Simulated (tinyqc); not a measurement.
Smearing for a one-band metal on the bcc lattice, step by step. Values are carried at full precision from step to step, so a last printed digit may differ when a step is redone from the rounded ones.

Lattice vectors (units of a): a1 = (-1/2, 1/2, 1/2), a2 = (1/2, -1/2, 1/2), a3 = (1/2, 1/2, -1/2). E(k) = -t A_1(k) - t2 A_2(k), A_m the sum of cos(k . R) over the 8 nearest and 6 second lattice vectors. Mesh k = sum (j_i/N) b_i, j_i = 0 .. N-1.

Parameters, chosen for this exercise: t = 0.5 eV (nearest hopping); t2 = -0.08 eV (second hopping); N = 6 (unshifted mesh); ne = 1.26 (electrons per cell); sigma = 0.1 eV (width).

## Levels on the mesh

Evaluate the band and collect equal energies with their counts.

Distinct levels:
```
E_k (eV)  points
-3.5200        1
-2.6800       12
-1.7600        6
-1.4200       24
-1.0000       12
-0.7400        8
-0.4000       12
-0.1600       54
0.0800        24
0.2600         8
1.0000        12
1.5800        24
2.2400         6
3.3200        12
4.4800         1
```

15 distinct levels; the mean spacing is 0.571 eV.

## Fermi level with cold (Marzari-Vanderbilt) smearing

With x = (E_k - mu)/sigma: cold (Marzari-Vanderbilt) with y = x + 1/sqrt(2), f = erfc(y)/2 + exp(-y^2)/sqrt(2 pi), s = y exp(-y^2)/sqrt(2 pi). With weights w = points/N^d (d the dimension), mu solves 2 sum w f = ne; E = 2 sum w f E_k, S = 2 sum w s, F = E - sigma S.

Weights w = points/total. Bisection from the lowest and highest level; ten steps are shown.

Bisection:
```
step  low (eV)  high (eV)  mu (eV)  electrons
1      -3.5200     4.4800   0.4800     1.4926
2      -3.5200     0.4800  -1.5200     0.1833
3      -1.5200     0.4800  -0.5200     0.5868
4      -0.5200     0.4800  -0.0200     1.2426
5      -0.0200     0.4800   0.2300     1.4513
6      -0.0200     0.2300   0.1050     1.3272
7      -0.0200     0.1050   0.0425     1.2555
8       0.0425     0.1050   0.0737     1.2829
9       0.0425     0.0737   0.0581     1.2667
10      0.0425     0.0581   0.0503     1.2604
```

## Occupations and energies

Converge mu, then list x, f and s of each level and form the sums.

mu = 0.0497 eV

x, f and s of each level:
```
E_k (eV)       x       f        s
-3.5200   -35.70  1.0000   0.0000
-2.6800   -27.30  1.0000   0.0000
-1.7600   -18.10  1.0000   0.0000
-1.4200   -14.70  1.0000   0.0000
-1.0000   -10.50  1.0000   0.0000
-0.7400    -7.90  1.0000   0.0000
-0.4000    -4.50  1.0000   0.0000
-0.1600    -2.10  1.0331  -0.0803
0.0800      0.30  0.2204   0.1453
0.2600      2.10  0.0002   0.0004
1.0000      9.50  0.0000   0.0000
1.5800     15.30  0.0000   0.0000
2.2400     21.90  0.0000   0.0000
3.3200     32.70  0.0000   0.0000
4.4800     44.30  0.0000   0.0000
```

E = -1.0328 eV
S = -0.0079
F = -1.0320 eV
(E + F)/2 = -1.0324 eV

Levels with f between 0.001 and 0.999: 1. f leaves the range 0 to 1: it runs from 0.0000 to 1.0331. For this scheme F itself has no term in sigma^2, so F is the estimate of the energy at zero width. That argument needs a smooth density of states, and the number of distinct levels within 2 sigma of mu is only 1, so it may fail on this mesh.

## Checks

- The slope dF/d sigma by finite differences against -S: both 0.0078522.
- The slope dF/d ne by finite differences against mu (eV): both 0.049704.

(tinyqc, `OMP_NUM_THREADS=1 python tinyqc.py 1652465 1652466 out.jsonl`, Intel(R) Xeon(R) Processor @ 2.30GHz, 1 thread, shared host, about 0.3 s.)
